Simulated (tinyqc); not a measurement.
Thin (001) film in sp3s* tight binding with raised dangling bonds, step by step. Values are carried at full precision from step to step, so a last printed digit may differ when a step is redone from the rounded ones.

sp3s* tight binding, nearest neighbours only: anion (a) at 0, cation (c) at a/4 (1,1,1), orbitals s, px, py, pz, s* on each; k in units of 2 pi/a. With phases e_j = exp(i (pi/2) k.n_j) for n = (1,1,1), (1,-1,-1), (-1,1,-1), (-1,-1,1): g0 = (e1+e2+e3+e4)/4, g1 = (e1+e2-e3-e4)/4, g2 = (e1-e2+e3-e4)/4, g3 = (e1-e2-e3+e4)/4. The diagonal holds the levels Esa, Epa, Exa (s*) and Esc, Epc, Exc. Anion-cation block: <sa|sc> = Vss g0; <sa|xc> = Vsapc g1; <xa|sc> = -Vscpa g1; <xa|xc> = Vxx g0; <xa|yc> = <ya|xc> = Vxy g3, <xa|zc> = <za|xc> = Vxy g2, <ya|zc> = <za|yc> = Vxy g1; <s*a|xc> = Vxapc g1; <xa|s*c> = -Vpaxc g1; y and z take g2 and g3 in place of g1; s-s* and s*-s* vanish.

Values chosen for the exercise (out of a larger set: near a published set for InAs, fitted to gaps, whose masses and valley positions are rough; not measured data): p = (-9.554, 0.908, -2.727, 3.729, 7.41, 6.752, -5.599, 1.843, 4.469, 3.046, 5.454, 3.381, 3.908) eV (order Esa, Epa, Esc, Epc, Exa, Exc, Vss, Vxx, Vxy, Vsapc, Vscpa, Vxapc, Vpaxc); N = 4 (atomic planes in the small film); dl = 20 eV (shift of the dangling hybrids).

## Bulk edges along [001]

Gap at Gamma and minimum on (0,0,kz), kz from 0.5 to 1, from the bulk Ev. States at zero in-plane momentum come from this line alone.

edges (eV): Gamma 0.4193, Delta 2.2855

kz of the minimum = 1.0000 2 pi/a

## The two blocks of the small film

Planes alternate anion (a), cation (c) along [001], a/4 apart, starting with an anion; zero in-plane momentum; levels counted from the bulk Ev, the lower root of [[Epa, Vxx], [Vxx, Epc]]; no spin-orbit coupling. Block of s, pz, s*: from an anion to the cation above, Vss/2 (s,s), Vsapc/2 (s,z), -Vscpa/2 (z,s), Vxx/2 (z,z), Vxapc/2 (s*,z), -Vpaxc/2 (z,s*); to the cation below the same with the s-z and s*-z signs reversed. Block of u = (px + py)/sqrt2 and v = (px - py)/sqrt2: to the cation above (Vxx + Vxy)/2 for u and (Vxx - Vxy)/2 for v, to the cation below the reverse. Each surface atom has two dangling sp3 hybrids; raising both by dl adds (dl/2) [[1, t], [t, 1]] to its s, pz levels (t = -1 at the bottom face, +1 at the top) and dl to the one of u, v in whose plane the missing bonds lie (v for a bottom anion or a top cation, u for a top anion).

Fill them in.

s, pz, s* block (eV):
```
         sa1      za1    *a1     sc2     zc2     *c2     sa3     za3     *a3     sc4     zc4     *c4
sa1    0.448  -10.000      0  -2.800   1.523       0       0       0       0       0       0       0
za1  -10.000   10.910      0  -2.727   0.921  -1.954       0       0       0       0       0       0
*a1        0        0  7.412       0   1.690       0       0       0       0       0       0       0
sc2   -2.800   -2.727      0  -2.725       0       0  -2.800   2.727       0       0       0       0
zc2    1.523    0.921  1.690       0   3.731       0  -1.523   0.921  -1.690       0       0       0
*c2        0   -1.954      0       0       0   6.754       0   1.954       0       0       0       0
sa3        0        0      0  -2.800  -1.523       0  -9.552       0       0  -2.800   1.523       0
za3        0        0      0   2.727   0.921   1.954       0   0.910       0  -2.727   0.921  -1.954
*a3        0        0      0       0  -1.690       0       0       0   7.412       0   1.690       0
sc4        0        0      0       0       0       0  -2.800  -2.727       0   7.275  10.000       0
zc4        0        0      0       0       0       0   1.523   0.921   1.690  10.000  13.731       0
*c4        0        0      0       0       0       0       0  -1.954       0       0       0   6.754
```

u, v block (eV):
```
       ua1     va1     uc2     vc2     ua3     va3    uc4     vc4
ua1  0.910       0   3.156       0       0       0      0       0
va1      0  20.910       0  -1.313       0       0      0       0
uc2  3.156       0   3.731       0  -1.313       0      0       0
vc2      0  -1.313       0   3.731       0   3.156      0       0
ua3      0       0  -1.313       0   0.910       0  3.156       0
va3      0       0       0   3.156       0   0.910      0  -1.313
uc4      0       0       0       0   3.156       0  3.731       0
vc4      0       0       0       0       0  -1.313      0  23.731
```

## Levels of the small film

Diagonalise both blocks.

levels of the s, pz, s* block (eV): -11.709  -8.313  -3.441  1.168  2.607  3.437  6.661  7.400  8.097  8.676  17.288  21.193

levels of the u, v block (eV): -1.808  -1.208  -0.608  5.250  5.670  6.449  21.013  23.808

No level lies between 0 and the bulk edge 0.419 eV; confinement has widened the gap at zero in-plane momentum to 1.776 eV.

## Checks

- Lowest conduction level of 201 planes, with the dangling hybrids shifted far away, against the bulk edge: 0.4268 against 0.4193.

Program tinyqc; command `OMP_NUM_THREADS=1 python tinyqc.py 1450381 1450382 out.jsonl`; about 0.5 s on one thread of a shared Intel(R) Xeon(R) Processor @ 2.30GHz.
